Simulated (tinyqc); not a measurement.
Two electrons on one impurity (helium-like model), step by step. Values are carried at full precision from step to step, so a last printed digit may differ when a step is redone from the rounded ones.

Units Ha* = 2 Ry m/eps^2 and a* = a0 eps/m. One electron is bound by Z^2/2. Two electrons in the singlet built from exp(-a r) and exp(-b r): S = 8 (ab)^(3/2)/(a + b)^3, h_aa = a^2/2 - Z a, h_bb alike, h_ab = S (ab/2 - Z (a + b)/2), J = ab (a^2 + 3ab + b^2)/(a + b)^3, K = 20 (ab)^3/(a + b)^5, E = (h_aa + h_bb + 2 S h_ab + J + K)/(1 + S^2). For a = b this is a^2 - 2 Z a + 5a/8. Real double donors are deeper, since the central cell is left out.

Constants: Ry = 13.60569312 eV; a0 (Bohr radius) = 0.5291772105 angstrom.

Parameters, chosen for this exercise (near those of impurities in InP; the results hold for these values, not for the real material):
- m = 0.082 m0 (one mean mass)
- eps = 12.2 (dielectric constant)
- Z = 1.7 (effective charge (1: D- centre, 2: double donor; other values mimic a central cell))
- ab = (2, 1.02) 1/a* (trial exponents a, b)

## Units and equal orbitals

Give Ha*, a*, the best common exponent Z - 5/16, E = -(Z - 5/16)^2, and the binding of the second electron -Z^2/2 - E.

Ha* = 14.991 meV
a* = 78.73 angstrom
exponent = 1.3875
E with equal orbitals = -1.92516 Ha*
binding of the second electron = 7.20 meV

The first electron is bound by 21.7 meV, 3.01 times as much as the second.

## Unequal orbitals

Evaluate the integrals and E.

S, h_aa, h_bb, h_ab, J, K: 0.84628  -1.40000  -1.21380  -1.30920  0.82659  0.67591

E = -1.93871 Ha*

This lies 0.0136 Ha* below the best equal-orbital value -(Z - 5/16)^2.

## The minimum over a and b

Give a, b, E, both binding energies and U, their difference.

a, b (1/a*): 1.845  0.925

E = -1.95443 Ha*

binding of the first and second electron (meV): 21.66  7.64

U = 14.03 meV

Letting one electron stay close and the other roam (decay lengths 43 and 85 angstrom) gains 0.44 meV.

## Checks

- Minimum for Z = 1 against the known -0.51330: both -0.51330.
- Minimum for Z = 2 against the known -2.87566: both -2.87566.

Run: tinyqc, `OMP_NUM_THREADS=1 python tinyqc.py 1282238 1282239 out.jsonl`; Intel(R) Xeon(R) Processor @ 2.30GHz, one thread, shared host; about 0.04 s of CPU time with all checks.
